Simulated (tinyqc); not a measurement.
ROHF in the 6-31g basis, for H4+, spin multiplicity 2, step by step. One step of it, computed by the program tinyqc.

Question. Iteration 2: diagonalisation and new density. Diagonalise F' = X^T F X, C = X C', fill 2 alpha and 1 beta electrons from the bottom; D(s) = C_occ C_occ^T. Each column has its largest component positive (the first on a tie).

effective F (hartree):
```
           1H 1s      1H 2s      2H 1s      2H 2s      3H 1s      3H 2s      4H 1s      4H 2s
1H 1s  -0.131078  -0.466176  -0.151202  -0.254972  -0.021677  -0.078098   0.030634   0.017941
1H 2s  -0.466176  -0.389189  -0.278626  -0.335512  -0.117304  -0.189192   0.017941  -0.016289
2H 1s  -0.151202  -0.278626  -0.206764  -0.631992  -0.515501  -0.545509  -0.021677  -0.117304
2H 2s  -0.254972  -0.335512  -0.631992  -0.610279  -0.545509  -0.562591  -0.078098  -0.189192
3H 1s  -0.021677  -0.117304  -0.515501  -0.545509  -0.206764  -0.631992  -0.151202  -0.278626
3H 2s  -0.078098  -0.189192  -0.545509  -0.562591  -0.631992  -0.610279  -0.254972  -0.335512
4H 1s   0.030634   0.017941  -0.021677  -0.078098  -0.151202  -0.254972  -0.131078  -0.466176
4H 2s   0.017941  -0.016289  -0.117304  -0.189192  -0.278626  -0.335512  -0.466176  -0.389189
```

X:
```
               1          2          3          4          5          6          7         8
1H 1s   0.206156  -0.667606   0.812191   0.542396  -0.306149   0.414051   0.346249  0.092430
1H 2s  -0.961491   0.993155  -0.795537  -0.324443   0.014452   0.322939   0.366869  0.155804
2H 1s  -0.658537   0.480541   0.425255   0.709756   0.732683  -0.253221   0.100074  0.214610
2H 2s   2.663938  -0.665781  -0.244861  -0.515577   0.210031  -0.116221   0.130357  0.294630
3H 1s   0.658537   0.480541  -0.425255   0.709756  -0.732683  -0.253221  -0.100074  0.214610
3H 2s  -2.663938  -0.665781   0.244861  -0.515577  -0.210031  -0.116221  -0.130357  0.294630
4H 1s  -0.206156  -0.667606  -0.812191   0.542396   0.306149   0.414051  -0.346249  0.092430
4H 2s   0.961491   0.993155   0.795537  -0.324443  -0.014452   0.322939  -0.366869  0.155804
```

Give: F' = X^T F X; orbital energies; coefficients C; D(alpha) after iteration 2; D(beta) after iteration 2.

Answer.

F' = X^T F X (hartree):
```
        1       2       3       4       5       6       7       8
1   0.651   0.000  -0.162   0.000  -0.462   0.000  -0.038   0.000
2   0.000   0.695   0.000   0.016   0.000  -0.223   0.000  -0.008
3  -0.162   0.000   0.774   0.000   0.083   0.000   0.094   0.000
4   0.000   0.016   0.000   0.663   0.000   0.028   0.000  -0.099
5  -0.462   0.000   0.083   0.000   0.405   0.000  -0.023   0.000
6   0.000  -0.223   0.000   0.028   0.000  -0.277   0.000   0.059
7  -0.038   0.000   0.094   0.000  -0.023   0.000  -0.487   0.000
8   0.000  -0.008   0.000  -0.099   0.000   0.059   0.000  -0.814
```

orbital energies (hartree): MO1 -0.828, MO2 -0.496, MO3 -0.320, MO4 0.051, MO5 0.669, MO6 0.683, MO7 0.745, MO8 1.106

coefficients C:
```
         MO1     MO2     MO3     MO4     MO5     MO6     MO7     MO8
1H 1s  0.089   0.279   0.258  -0.091   0.647  -0.905  -0.653  -0.102
1H 2s  0.083   0.379   0.551  -0.649  -0.450   1.015   0.841  -0.312
2H 1s  0.284   0.080  -0.131   0.187   0.605   0.102   0.618  -1.053
2H 2s  0.278   0.280  -0.212   1.779  -0.441  -0.671  -0.702   1.877
3H 1s  0.284  -0.080  -0.131  -0.187   0.605  -0.102   0.618   1.053
3H 2s  0.278  -0.280  -0.212  -1.779  -0.441   0.671  -0.702  -1.877
4H 1s  0.089  -0.279   0.258   0.091   0.647   0.905  -0.653   0.102
4H 2s  0.083  -0.379   0.551   0.649  -0.450  -1.015   0.841   0.312
```

D(alpha) after iteration 2:
```
        1H 1s   1H 2s   2H 1s   2H 2s   3H 1s   3H 2s   4H 1s   4H 2s
1H 1s   0.086   0.113   0.048   0.103   0.003  -0.053  -0.070  -0.098
1H 2s   0.113   0.151   0.054   0.129  -0.007  -0.083  -0.098  -0.137
2H 1s   0.048   0.054   0.087   0.101   0.074   0.057   0.003  -0.007
2H 2s   0.103   0.129   0.101   0.156   0.057  -0.001  -0.053  -0.083
3H 1s   0.003  -0.007   0.074   0.057   0.087   0.101   0.048   0.054
3H 2s  -0.053  -0.083   0.057  -0.001   0.101   0.156   0.103   0.129
4H 1s  -0.070  -0.098   0.003  -0.053   0.048   0.103   0.086   0.113
4H 2s  -0.098  -0.137  -0.007  -0.083   0.054   0.129   0.113   0.151
```

D(beta) after iteration 2:
```
       1H 1s  1H 2s  2H 1s  2H 2s  3H 1s  3H 2s  4H 1s  4H 2s
1H 1s  0.008  0.007  0.025  0.025  0.025  0.025  0.008  0.007
1H 2s  0.007  0.007  0.024  0.023  0.024  0.023  0.007  0.007
2H 1s  0.025  0.024  0.081  0.079  0.081  0.079  0.025  0.024
2H 2s  0.025  0.023  0.079  0.078  0.079  0.078  0.025  0.023
3H 1s  0.025  0.024  0.081  0.079  0.081  0.079  0.025  0.024
3H 2s  0.025  0.023  0.079  0.078  0.079  0.078  0.025  0.023
4H 1s  0.008  0.007  0.025  0.025  0.025  0.025  0.008  0.007
4H 2s  0.007  0.007  0.024  0.023  0.024  0.023  0.007  0.007
```
